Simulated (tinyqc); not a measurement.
# Resistance of a source-drain extension with a graded tip: abruptness at a fixed junction position

y runs along the channel, the gate covers y > 0. The doping is N0 for y < y0 and N0 10^(-(y - y0)/la) beyond, uniform over the depth xj. Sheet conductance s(y) = q mu(N) max(N - Nch, 0) xj + (for y > 0) ma Cox Vo, with mu(N) = u0 + (u1 - u0)/(1 + (N/Nr)^au) and Cox = eps0 eox/tox. Current is taken as one-dimensional; depletion of the tip, spreading and the contact are left out. The metallurgical junction lies at yj, where N = Nch.

R_spacer = integral of dy/s from -Ls to 0, R_ov from 0 to yj, R_channel = (Lg - 2 yj)/(ma Cox Vo), R_total = 2 R_spacer + 2 R_ov + R_channel. Electrical length L_eff = ma Cox dR_total/d(1/Vo); R_series = R_total - L_eff/(ma Cox Vo). y0 is moved with la so that yj stays at 6.0713 nm.

Values chosen for this exercise; mobility law close to that of electrons in silicon:

| symbol | value | unit | meaning |
|---|---|---|---|
| eox | 3.9 |  | relative permittivity of the gate insulator (close to silicon dioxide) |
| tox | 3.6 | nm | insulator thickness |
| N0 | 5.6e19 | cm^-3 | active doping of the extension far from the gate |
| xj | 21 | nm | depth of the extension |
| Nch | 3.3e18 | cm^-3 | channel doping |
| Ls | 13 | nm | spacer length |
| Vo | 0.6 | V | gate overdrive |
| ma | 130 | cm^2/(V s) | mobility of the gate-induced layer |
| u1 | 1414 | cm^2/(V s) | mobility at low doping |
| u0 | 68.5 | cm^2/(V s) | mobility at high doping |
| Nr | 9.2e16 | cm^-3 | reference doping |
| au | 0.711 |  | exponent |
| Lg | 40 | nm | gate length |

Constants: q = 1.602176634e-19 C, eps0 = 8.8541878128e-14 F/cm where lengths are in cm. Results are converted to the units shown.

The same in every row: yj (nm) = 6.071; R_channel (ohm um) = 372.3.

Result of one run:

| R_spacer (ohm um) | R_ov (ohm um) | R_total (ohm um) | L_eff (nm) | R_series (ohm um) |
|---|---|---|---|---|
| 11.73 | 30.31 | 456.4 | 30.10 | 54.14 |

Which lateral abruptness la gave this result: 2.3, 4.9, 7.4 or 8.7 nm/decade?

la = 8.7 nm/decade.

The whole series:

| la (nm/decade) | R_spacer (ohm um) | R_ov (ohm um) | R_total (ohm um) | L_eff (nm) | R_series (ohm um) |
|---|---|---|---|---|---|
| 1 | 8.892 | 7.258 | 404.6 | 28.15 | 28.43 |
| 2.3 | 8.892 | 11.56 | 413.2 | 28.49 | 32.50 |
| 3.6 | 8.892 | 15.86 | 421.8 | 28.82 | 36.57 |
| 4.9 | 8.892 | 20.15 | 430.4 | 29.16 | 40.64 |
| 6.1 | 9.190 | 23.86 | 438.4 | 29.47 | 44.53 |
| 7.4 | 10.17 | 27.32 | 447.3 | 29.79 | 49.11 |
| 8.7 | 11.73 | 30.31 | 456.4 | 30.10 | 54.14 |
| 10 | 13.79 | 32.93 | 465.8 | 30.39 | 59.64 |

As la goes from 1 to 10 nm/decade, R_total rises from 405 to 466 ohm um, R_spacer rises from 8.89 to 13.8 ohm um and R_ov rises from 7.26 to 32.9 ohm um. R_total changes on average by 6.80 ohm um for each nm/decade. L_eff exceeds the metallurgical length by 0.289 nm in the first row and 2.53 nm in the last, since the gate also controls the lightly doped tips.

Numbers from tinyqc (`OMP_NUM_THREADS=1 python tinyqc.py 2282240 2282241 out.jsonl`; about 0.04 s on one thread of a shared Intel Xeon 2.30GHz).
